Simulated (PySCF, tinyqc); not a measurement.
Worked calculation: CISD on RHF in the 6-311g basis, for H2, spin multiplicity 1. The lowest restricted solution is unstable here: a spin-polarised one lies 0.0001 hartree lower (PySCF). Computed by tinyqc, a small Python program that keeps every step (integrals from PySCF). Settings: charge = 0, multiplicity = 1, basis = 6-311g, method = RHF, energy threshold = 1e-10, iteration cap = 85, orthogonalisation = canonical, start = Wolfsberg-Helmholz matrix, DIIS depth = 6, ci = CISD. Command: `OMP_NUM_THREADS=1 python tinyqc.py 23714 23715 out.jsonl` (the two numbers bound the seeds that draw the settings). One thread of a shared host (Intel(R) Xeon(R) Processor @ 2.60GHz), about 0.1 s of CPU time with the checks. The early iterations of the SCF are left out here.

## One-electron integrals

Geometry (angstrom):
```
atom       x       y       z
H     0.0000  0.0000  0.0000
H     0.0000  0.0000  1.2060
```

Basis 6-311g: exponents (1/bohr^2) and contraction coefficients of normalised primitives:
```
element  l (shell)  exponent  coefficient
H            s (1)   33.8650       0.0255
H            s (1)    5.0948       0.1904
H            s (1)    1.1588       0.8522
H            s (2)    0.3258       1.0000
H            s (3)    0.1027       1.0000
```

Overlap, kinetic and nuclear-attraction integrals over the contracted functions; the nuclear repulsion is the sum of Za Zb / Rab.

nuclear repulsion = 0.438787 hartree

overlap S, order 1H 1s, 1H 2s, 1H 3s, 2H 1s, 2H 2s, 2H 3s:
$$\begin{pmatrix}
1.0000 & 0.7064 & 0.3737 & 0.0375 & 0.1844 & 0.2283 \\
0.7064 & 1.0000 & 0.7890 & 0.1844 & 0.4290 & 0.5259 \\
0.3737 & 0.7890 & 1.0000 & 0.2283 & 0.5259 & 0.7658 \\
0.0375 & 0.1844 & 0.2283 & 1.0000 & 0.7064 & 0.3737 \\
0.1844 & 0.4290 & 0.5259 & 0.7064 & 1.0000 & 0.7890 \\
0.2283 & 0.5259 & 0.7658 & 0.3737 & 0.7890 & 1.0000
\end{pmatrix}$$

kinetic energy T (hartree), order 1H 1s, 1H 2s, 1H 3s, 2H 1s, 2H 2s, 2H 3s:
$$\begin{pmatrix}
2.3043 & 0.5491 & 0.1063 & -0.0735 & 0.0148 & 0.0436 \\
0.5491 & 0.4888 & 0.1849 & 0.0148 & 0.0914 & 0.0899 \\
0.1063 & 0.1849 & 0.1541 & 0.0436 & 0.0899 & 0.0970 \\
-0.0735 & 0.0148 & 0.0436 & 2.3043 & 0.5491 & 0.1063 \\
0.0148 & 0.0914 & 0.0899 & 0.5491 & 0.4888 & 0.1849 \\
0.0436 & 0.0899 & 0.0970 & 0.1063 & 0.1849 & 0.1541
\end{pmatrix}$$

nuclear attraction V (hartree), order 1H 1s, 1H 2s, 1H 3s, 2H 1s, 2H 2s, 2H 3s:
$$\begin{pmatrix}
-2.5499 & -1.3707 & -0.6789 & -0.0664 & -0.3465 & -0.4183 \\
-1.3707 & -1.3456 & -0.9169 & -0.3465 & -0.6075 & -0.6430 \\
-0.6789 & -0.9169 & -0.8871 & -0.4183 & -0.6430 & -0.7190 \\
-0.0664 & -0.3465 & -0.4183 & -2.5499 & -1.3707 & -0.6789 \\
-0.3465 & -0.6075 & -0.6430 & -1.3707 & -1.3456 & -0.9169 \\
-0.4183 & -0.6430 & -0.7190 & -0.6789 & -0.9169 & -0.8871
\end{pmatrix}$$

core Hamiltonian H = T + V (hartree), order 1H 1s, 1H 2s, 1H 3s, 2H 1s, 2H 2s, 2H 3s:
$$\begin{pmatrix}
-0.2455 & -0.8215 & -0.5726 & -0.1399 & -0.3317 & -0.3747 \\
-0.8215 & -0.8569 & -0.7320 & -0.3317 & -0.5161 & -0.5531 \\
-0.5726 & -0.7320 & -0.7330 & -0.3747 & -0.5531 & -0.6220 \\
-0.1399 & -0.3317 & -0.3747 & -0.2455 & -0.8215 & -0.5726 \\
-0.3317 & -0.5161 & -0.5531 & -0.8215 & -0.8569 & -0.7320 \\
-0.3747 & -0.5531 & -0.6220 & -0.5726 & -0.7320 & -0.7330
\end{pmatrix}$$

## Two-electron integrals

Functions are numbered as in S; the eight-fold symmetry (ij|kl) = (ji|kl) = (kl|ij) leaves the list below.

Two-electron integrals (ij|kl) in chemists' order, unique and non-zero (hartree):
```
(11|11) 1.3930   (21|11) 0.8230   (21|21) 0.5097   (22|11) 0.8229
(22|21) 0.5430   (22|22) 0.6441   (31|11) 0.4113   (31|21) 0.2578
(31|22) 0.2799   (31|31) 0.1308   (32|11) 0.5437   (32|21) 0.3658
(32|22) 0.4527   (32|31) 0.1898   (32|32) 0.3251   (33|11) 0.4940
(33|21) 0.3401   (33|22) 0.4460   (33|31) 0.1780   (33|32) 0.3318
(33|33) 0.3617   (41|11) 0.0309   (41|21) 0.0206   (41|22) 0.0247
(41|31) 0.0107   (41|32) 0.0173   (41|33) 0.0170   (41|41) 0.0017
(42|11) 0.1011   (42|21) 0.0704   (42|22) 0.0936   (42|31) 0.0370
(42|32) 0.0694   (42|33) 0.0739   (42|41) 0.0066   (42|42) 0.0341
(43|11) 0.1079   (43|21) 0.0757   (43|22) 0.1031   (43|31) 0.0399
(43|32) 0.0779   (43|33) 0.0858   (43|41) 0.0070   (43|42) 0.0399
(43|43) 0.0487   (44|11) 0.4387   (44|21) 0.3095   (44|22) 0.4304
(44|31) 0.1635   (44|32) 0.3291   (44|33) 0.3693   (44|41) 0.0309
(44|42) 0.1979   (44|43) 0.2487   (44|44) 1.3930   (51|11) 0.1979
(51|21) 0.1247   (51|22) 0.1366   (51|31) 0.0634   (51|32) 0.0929
(51|33) 0.0875   (51|41) 0.0066   (51|42) 0.0230   (51|43) 0.0245
(51|44) 0.1011   (51|51) 0.0341   (52|11) 0.2860   (52|21) 0.1934
(52|22) 0.2419   (52|31) 0.1006   (52|32) 0.1745   (52|33) 0.1792
(52|41) 0.0129   (52|42) 0.0566   (52|43) 0.0643   (52|44) 0.2860
(52|51) 0.0566   (52|52) 0.1186   (53|11) 0.2626   (53|21) 0.1813
(53|22) 0.2389   (53|31) 0.0950   (53|32) 0.1780   (53|33) 0.1939
(53|41) 0.0128   (53|42) 0.0634   (53|43) 0.0761   (53|44) 0.3493
(53|51) 0.0537   (53|52) 0.1256   (53|53) 0.1444   (54|11) 0.3095
(54|21) 0.2179   (54|22) 0.3011   (54|31) 0.1150   (54|32) 0.2296
(54|33) 0.2575   (54|41) 0.0206   (54|42) 0.1247   (54|43) 0.1562
(54|44) 0.8230   (54|51) 0.0704   (54|52) 0.1934   (54|53) 0.2358
(54|54) 0.5097   (55|11) 0.4304   (55|21) 0.3011   (55|22) 0.4099
(55|31) 0.1585   (55|32) 0.3111   (55|33) 0.3498   (55|41) 0.0247
(55|42) 0.1366   (55|43) 0.1702   (55|44) 0.8229   (55|51) 0.0936
(55|52) 0.2419   (55|53) 0.2941   (55|54) 0.5430   (55|55) 0.6441
(61|11) 0.2487   (61|21) 0.1562   (61|22) 0.1702   (61|31) 0.0793
(61|32) 0.1155   (61|33) 0.1086   (61|41) 0.0070   (61|42) 0.0245
(61|43) 0.0263   (61|44) 0.1079   (61|51) 0.0399   (61|52) 0.0643
(61|53) 0.0609   (61|54) 0.0757   (61|55) 0.1031   (61|61) 0.0487
(62|11) 0.3493   (62|21) 0.2358   (62|22) 0.2941   (62|31) 0.1225
(62|32) 0.2122   (62|33) 0.2181   (62|41) 0.0128   (62|42) 0.0537
(62|43) 0.0609   (62|44) 0.2626   (62|51) 0.0634   (62|52) 0.1256
(62|53) 0.1311   (62|54) 0.1813   (62|55) 0.2389   (62|61) 0.0761
(62|62) 0.1444   (63|11) 0.3491   (63|21) 0.2413   (63|22) 0.3198
(63|31) 0.1265   (63|32) 0.2396   (63|33) 0.2651   (63|41) 0.0141
(63|42) 0.0661   (63|43) 0.0789   (63|44) 0.3491   (63|51) 0.0661
(63|52) 0.1465   (63|53) 0.1666   (63|54) 0.2413   (63|55) 0.3198
(63|61) 0.0789   (63|62) 0.1666   (63|63) 0.2121   (64|11) 0.1635
(64|21) 0.1150   (64|22) 0.1585   (64|31) 0.0607   (64|32) 0.1208
(64|33) 0.1355   (64|41) 0.0107   (64|42) 0.0634   (64|43) 0.0793
(64|44) 0.4113   (64|51) 0.0370   (64|52) 0.1006   (64|53) 0.1225
(64|54) 0.2578   (64|55) 0.2799   (64|61) 0.0399   (64|62) 0.0950
(64|63) 0.1265   (64|64) 0.1308   (65|11) 0.3291   (65|21) 0.2296
(65|22) 0.3111   (65|31) 0.1208   (65|32) 0.2361   (65|33) 0.2667
(65|41) 0.0173   (65|42) 0.0929   (65|43) 0.1155   (65|44) 0.5437
(65|51) 0.0694   (65|52) 0.1745   (65|53) 0.2122   (65|54) 0.3658
(65|55) 0.4527   (65|61) 0.0779   (65|62) 0.1780   (65|63) 0.2396
(65|64) 0.1898   (65|65) 0.3251   (66|11) 0.3693   (66|21) 0.2575
(66|22) 0.3498   (66|31) 0.1355   (66|32) 0.2667   (66|33) 0.3065
(66|41) 0.0170   (66|42) 0.0875   (66|43) 0.1086   (66|44) 0.4940
(66|51) 0.0739   (66|52) 0.1792   (66|53) 0.2181   (66|54) 0.3401
(66|55) 0.4460   (66|61) 0.0858   (66|62) 0.1939   (66|63) 0.2651
(66|64) 0.1780   (66|65) 0.3318   (66|66) 0.3617
```

## Orthogonalisation

S = U s U^T; canonical form X = U s^(-1/2), so that X^T S X = 1. Each column of U has its largest component positive (the first on a tie).

eigenvalues of S: [0.0586, 0.1305, 0.3211, 0.7137, 1.3879, 3.3881]

X, order 1H 1s, 1H 2s, 1H 3s, 2H 1s, 2H 2s, 2H 3s:
$$\begin{pmatrix}
0.7118 & -0.8923 & -0.7111 & 0.6621 & 0.4710 & 0.1567 \\
-1.8339 & 1.5035 & 0.6538 & 0.0988 & 0.3454 & 0.2418 \\
2.1589 & -0.8803 & 0.7899 & -0.5024 & 0.1381 & 0.2541 \\
-0.7118 & -0.8923 & 0.7111 & 0.6621 & -0.4710 & 0.1567 \\
1.8339 & 1.5035 & -0.6538 & 0.0988 & -0.3454 & 0.2418 \\
-2.1589 & -0.8803 & -0.7899 & -0.5024 & -0.1381 & 0.2541
\end{pmatrix}$$

## Iteration 6 (converged): orbitals

converged F (hartree), order 1H 1s, 1H 2s, 1H 3s, 2H 1s, 2H 2s, 2H 3s:
$$\begin{pmatrix}
0.7095 & -0.3099 & -0.3921 & -0.2289 & -0.3229 & -0.3208 \\
-0.3099 & -0.2258 & -0.3214 & -0.3229 & -0.3621 & -0.3364 \\
-0.3921 & -0.3214 & -0.2509 & -0.3208 & -0.3364 & -0.2795 \\
-0.2289 & -0.3229 & -0.3208 & 0.7095 & -0.3099 & -0.3921 \\
-0.3229 & -0.3621 & -0.3364 & -0.3099 & -0.2258 & -0.3214 \\
-0.3208 & -0.3364 & -0.2795 & -0.3921 & -0.3214 & -0.2509
\end{pmatrix}$$

Diagonalise F' = X^T F X, C = X C', fill 1 alpha and 1 beta electrons from the bottom; D = 2 C_occ C_occ^T. Each column has its largest component positive (the first on a tie).

F' = X^T F X (hartree):
$$\begin{pmatrix}
1.3905 & 0.0000 & -0.9955 & 0.0000 & 0.3132 & 0.0000 \\
0.0000 & 1.9238 & 0.0000 & -1.0600 & 0.0000 & -0.0522 \\
-0.9955 & 0.0000 & 1.2682 & 0.0000 & -0.5874 & 0.0000 \\
0.0000 & -1.0600 & 0.0000 & 1.0556 & 0.0000 & -0.0161 \\
0.3132 & 0.0000 & -0.5874 & 0.0000 & 0.4428 & 0.0000 \\
0.0000 & -0.0522 & 0.0000 & -0.0161 & 0.0000 & -0.4847
\end{pmatrix}$$

orbital energies (hartree): MO1 -0.4873, MO2 0.0829, MO3 0.3464, MO4 0.4986, MO5 2.5201, MO6 2.6356

coefficients C, order 1H 1s, 1H 2s, 1H 3s, 2H 1s, 2H 2s, 2H 3s:
$$\begin{pmatrix}
0.1470 & 0.1206 & -0.0453 & -0.0981 & -1.1000 & -1.1116 \\
0.3015 & 0.1327 & -0.9054 & -1.1798 & 1.5813 & 1.1908 \\
0.2025 & 1.1941 & 0.9191 & 1.7151 & -0.9677 & -0.4540 \\
0.1470 & -0.1206 & -0.0453 & 0.0981 & 1.1000 & -1.1116 \\
0.3015 & -0.1327 & -0.9054 & 1.1798 & -1.5813 & 1.1908 \\
0.2025 & -1.1941 & 0.9191 & -1.7151 & 0.9677 & -0.4540
\end{pmatrix}$$

D after iteration 6, order 1H 1s, 1H 2s, 1H 3s, 2H 1s, 2H 2s, 2H 3s:
$$\begin{pmatrix}
0.0432 & 0.0886 & 0.0595 & 0.0432 & 0.0886 & 0.0595 \\
0.0886 & 0.1818 & 0.1221 & 0.0886 & 0.1818 & 0.1221 \\
0.0595 & 0.1221 & 0.0820 & 0.0595 & 0.1221 & 0.0820 \\
0.0432 & 0.0886 & 0.0595 & 0.0432 & 0.0886 & 0.0595 \\
0.0886 & 0.1818 & 0.1221 & 0.0886 & 0.1818 & 0.1221 \\
0.0595 & 0.1221 & 0.0820 & 0.0595 & 0.1221 & 0.0820
\end{pmatrix}$$

## Convergence

Stop when the energy changes by less than 1e-10 hartree and every element of the error matrix X^T (F D S - S D F) X is below 3e-06.

Course of the cycle:
```
iteration  E (hartree)     change  largest element of the error matrix
1            -0.664572          -                             9.10e-01
2            -1.048317  -3.84e-01                             1.48e-01
3            -1.056733  -8.42e-03                             5.95e-03
4            -1.056771  -3.74e-05                             7.86e-04
5            -1.056772  -6.98e-07                             2.33e-06
6            -1.056772  -3.18e-12                             1.01e-06
```

PySCF RHF in the same basis = -1.056772 hartree

Converged in 6 iterations.

## Integrals over molecular orbitals

(pq|rs) = sum C_ip C_jq C_kr C_ls (ij|kl), one index at a time.

one-electron integrals over orbitals h = C^T H C (hartree):
$$\begin{pmatrix}
-1.0083 & 0.0000 & 0.1093 & 0.0000 & 0.0000 & 0.0435 \\
0.0000 & -0.5905 & 0.0000 & 0.1939 & 0.0339 & 0.0000 \\
0.1093 & 0.0000 & -0.2954 & 0.0000 & 0.0000 & -0.1174 \\
0.0000 & 0.1939 & 0.0000 & -0.2492 & -0.1724 & 0.0000 \\
0.0000 & 0.0339 & 0.0000 & -0.1724 & 1.4936 & 0.0000 \\
0.0435 & 0.0000 & -0.1174 & 0.0000 & 0.0000 & 1.5678
\end{pmatrix}$$

Two-electron integrals over orbitals (pq|rs), unique and non-zero (hartree):
```
(11|11) 0.5211    (21|21) 0.0954    (22|11) 0.3844    (22|22) 0.3364
(31|11) -0.1093   (31|22) -0.0520   (31|31) 0.0521    (32|21) -0.0016
(32|32) 0.0252    (33|11) 0.3469    (33|22) 0.2887    (33|31) -0.0406
(33|33) 0.2796    (41|21) -0.0778   (41|32) 0.0228    (41|41) 0.0832
(42|11) -0.1359   (42|22) -0.0734   (42|31) 0.0533    (42|33) -0.0556
(42|42) 0.0710    (43|21) 0.0675    (43|32) 0.0049    (43|41) -0.0517
(43|43) 0.0550    (44|11) 0.4155    (44|22) 0.3379    (44|31) -0.0746
(44|33) 0.2973    (44|42) -0.0939   (44|44) 0.3589    (51|21) -0.0276
(51|32) 0.0227    (51|41) 0.0449    (51|43) -0.0257   (51|51) 0.0619
(52|11) -0.0308   (52|22) -0.0029   (52|31) 0.0263    (52|33) -0.0095
(52|42) 0.0209    (52|44) -0.0258   (52|52) 0.0366    (53|21) 0.0368
(53|32) -0.0151   (53|41) -0.0437   (53|43) 0.0254    (53|51) -0.0372
(53|53) 0.0304    (54|11) 0.1087    (54|22) 0.0525    (54|31) -0.0519
(54|33) 0.0458    (54|42) -0.0565   (54|44) 0.0798    (54|52) -0.0439
(54|54) 0.0745    (55|11) 0.5442    (55|22) 0.4051    (55|31) -0.1294
(55|33) 0.3528    (55|42) -0.1598   (55|44) 0.4501    (55|52) -0.0714
(55|54) 0.1666    (55|55) 0.6655    (61|11) -0.0435   (61|22) -0.0245
(61|31) 0.0310    (61|33) -0.0154   (61|42) 0.0339    (61|44) -0.0459
(61|52) 0.0410    (61|54) -0.0581   (61|55) -0.1121   (61|61) 0.0635
(62|21) -0.0256   (62|32) 0.0143    (62|41) 0.0349    (62|43) -0.0231
(62|51) 0.0434    (62|53) -0.0265   (62|62) 0.0329    (63|11) 0.0742
(63|22) 0.0447    (63|31) -0.0318   (63|33) 0.0300    (63|42) -0.0391
(63|44) 0.0586    (63|52) -0.0235   (63|54) 0.0456    (63|55) 0.1146
(63|61) -0.0376   (63|63) 0.0322    (64|21) 0.0472    (64|32) -0.0243
(64|41) -0.0598   (64|43) 0.0342    (64|51) -0.0590   (64|53) 0.0426
(64|62) -0.0442   (64|64) 0.0667    (65|21) 0.1394    (65|32) -0.0300
(65|41) -0.1405   (65|43) 0.1022    (65|51) -0.1083   (65|53) 0.0904
(65|62) -0.0840   (65|64) 0.1308    (65|65) 0.3091    (66|11) 0.5656
(66|22) 0.4077    (66|31) -0.1378   (66|33) 0.3622    (66|42) -0.1697
(66|44) 0.4603    (66|52) -0.0789   (66|54) 0.1766    (66|55) 0.6841
(66|61) -0.1133   (66|63) 0.1182    (66|66) 0.7138
```

## CISD: determinants and Hamiltonian

Hartree-Fock energy = -1.056772 hartree

Slater-Condon rules over spin orbitals, with the nuclear repulsion added and E(HF) subtracted on the diagonal. Only determinants linked to the reference directly or through others are kept (one block of an abelian symmetry group), so some states are absent.

Occupation strings over the orbitals (2 doubly, a alpha, b beta, 0 empty; spin orbitals ordered 1a 1b 2a 2b ...): 200000 a0b000 a0000b b0a000 b0000a 020000 0a0b00 0a00b0 002000 00a00b 0b0a00 000200 000ab0 0b00a0 000ba0 000020 00b00a 000002

H - E(HF) between determinants (hartree):
```
         200000   a0b000   a0000b   b0a000   b0000a   020000   0a0b00   0a00b0
200000   0.0000   0.0000   0.0000   0.0000   0.0000   0.0954  -0.0778  -0.0276
a0b000   0.0000   0.5388  -0.0432  -0.0521  -0.0310  -0.0016   0.0675   0.0368
a0000b   0.0000  -0.0432   2.6207  -0.0310  -0.0635  -0.0256   0.0472   0.1394
b0a000   0.0000  -0.0521  -0.0310   0.5388  -0.0432   0.0016  -0.0228  -0.0227
b0000a   0.0000  -0.0310  -0.0635  -0.0432   2.6207   0.0256  -0.0349  -0.0434
020000   0.0954  -0.0016  -0.0256   0.0016   0.0256   0.6509   0.1205   0.0310
0a0b00  -0.0778   0.0675   0.0472  -0.0228  -0.0349   0.1205   0.9937  -0.1200
0a00b0  -0.0276   0.0368   0.1394  -0.0227  -0.0434   0.0310  -0.1200   2.8037
002000   0.0521   0.0687  -0.0318  -0.0687   0.0318   0.0252   0.0049  -0.0151
00a00b   0.0310  -0.0318  -0.0285  -0.0281   0.0376   0.0143  -0.0243  -0.0300
0b0a00   0.0778  -0.0228  -0.0349   0.0675   0.0472  -0.1205  -0.0710  -0.0209
000200   0.0832  -0.0517  -0.0598   0.0517   0.0598   0.0710   0.1000  -0.0565
000ab0   0.0449  -0.0437  -0.1405   0.0257   0.0590   0.0209  -0.0565   0.0341
0b00a0   0.0276  -0.0227  -0.0434   0.0368   0.1394  -0.0310  -0.0209  -0.0366
000ba0  -0.0449   0.0257   0.0590  -0.0437  -0.1405  -0.0209  -0.0081   0.0439
000020   0.0619  -0.0372  -0.1083   0.0372   0.1083   0.0366  -0.0439  -0.0375
00b00a  -0.0310  -0.0281   0.0376  -0.0318  -0.0285  -0.0143   0.0231   0.0265
000002   0.0635  -0.0376  -0.0698   0.0376   0.0698   0.0329  -0.0442  -0.0840

         002000   00a00b   0b0a00   000200   000ab0   0b00a0   000ba0   000020
200000   0.0521   0.0310   0.0778   0.0832   0.0449   0.0276  -0.0449   0.0619
a0b000   0.0687  -0.0318  -0.0228  -0.0517  -0.0437  -0.0227   0.0257  -0.0372
a0000b  -0.0318  -0.0285  -0.0349  -0.0598  -0.1405  -0.0434   0.0590  -0.1083
b0a000  -0.0687  -0.0281   0.0675   0.0517   0.0257   0.0368  -0.0437   0.0372
b0000a   0.0318   0.0376   0.0472   0.0598   0.0590   0.1394  -0.1405   0.1083
020000   0.0252   0.0143  -0.1205   0.0710   0.0209  -0.0310  -0.0209   0.0366
0a0b00   0.0049  -0.0243  -0.0710   0.1000  -0.0565  -0.0209  -0.0081  -0.0439
0a00b0  -0.0151  -0.0300  -0.0209  -0.0565   0.0341  -0.0366   0.0439  -0.0375
002000   1.1844  -0.0873  -0.0049   0.0550   0.0254   0.0151  -0.0254   0.0304
00a00b  -0.0873   3.1302   0.0231   0.0342   0.1022   0.0265  -0.0426   0.0904
0b0a00  -0.0049   0.0231   0.9937  -0.1000  -0.0081  -0.1200  -0.0565   0.0439
000200   0.0550   0.0342  -0.1000   1.3560  -0.0926   0.0565   0.0926   0.0745
000ab0   0.0254   0.1022  -0.0081  -0.0926   3.1900   0.0439  -0.0745  -0.0059
0b00a0   0.0151   0.0265  -0.1200   0.0565   0.0439   2.8037   0.0341   0.0375
000ba0  -0.0254  -0.0426  -0.0565   0.0926  -0.0745   0.0341   3.1900   0.0059
000020   0.0304   0.0904   0.0439   0.0745  -0.0059   0.0375   0.0059   5.1483
00b00a   0.0873  -0.0322  -0.0243  -0.0342  -0.0426  -0.0300   0.1022  -0.0904
000002   0.0322   0.0008   0.0442   0.0667   0.1308   0.0840  -0.1308   0.3091

         00b00a   000002
200000  -0.0310   0.0635
a0b000  -0.0281  -0.0376
a0000b   0.0376  -0.0698
b0a000  -0.0318   0.0376
b0000a  -0.0285   0.0698
020000  -0.0143   0.0329
0a0b00   0.0231  -0.0442
0a00b0   0.0265  -0.0840
002000   0.0873   0.0322
00a00b  -0.0322   0.0008
0b0a00  -0.0243   0.0442
000200  -0.0342   0.0667
000ab0  -0.0426   0.1308
0b00a0  -0.0300   0.0840
000ba0   0.1022  -0.1308
000020  -0.0904   0.3091
00b00a   3.1302  -0.0008
000002  -0.0008   5.3450
```

## CISD: roots

Diagonalise (each vector has its largest component positive (the first on a tie)); all determinants have Ms = 0, so triplets appear too. The lowest singlet root is the correlation energy.

lowest roots of this matrix, relative to E(HF) (hartree): [-0.0411, 0.4776, 0.5332, 0.6170, 0.9152, 1.0699, 1.1808, 1.4308]

lowest vectors, order 200000, a0b000, a0000b, b0a000, b0000a, 020000, 0a0b00, 0a00b0, 002000, 00a00b, 0b0a00, 000200, 000ab0, 0b00a0, 000ba0, 000020, 00b00a, 000002:
$$\begin{pmatrix}
0.9747 & 0.0000 & 0.1098 & 0.1580 \\
-0.0190 & 0.7025 & 0.6309 & -0.2524 \\
-0.0087 & 0.0260 & 0.0180 & 0.0107 \\
0.0190 & 0.7025 & -0.6309 & 0.2524 \\
0.0087 & 0.0260 & -0.0180 & -0.0107 \\
-0.1594 & 0.0000 & 0.2928 & 0.8890 \\
0.0938 & -0.0739 & -0.1821 & -0.1488 \\
0.0133 & -0.0101 & -0.0269 & -0.0146 \\
-0.0341 & 0.0000 & -0.1635 & 0.0215 \\
-0.0067 & 0.0158 & -0.0131 & -0.0063 \\
-0.0938 & -0.0739 & 0.1821 & 0.1488 \\
-0.0637 & 0.0000 & 0.1013 & -0.1026 \\
-0.0127 & 0.0037 & 0.0156 & -0.0212 \\
-0.0133 & -0.0101 & 0.0269 & 0.0146 \\
0.0127 & 0.0037 & -0.0156 & 0.0212 \\
-0.0076 & 0.0000 & 0.0032 & -0.0135 \\
0.0067 & 0.0158 & 0.0131 & 0.0063 \\
-0.0070 & 0.0000 & 0.0013 & -0.0120
\end{pmatrix}$$

<S^2> of these roots: [0.0000, 2.0000, 0.0000, 0.0000, 2.0000, 0.0000, 0.0000, 0.0000]

weight of the ground state by excitation level 0, 1, 2, ...: [0.9500, 0.0009, 0.0491]
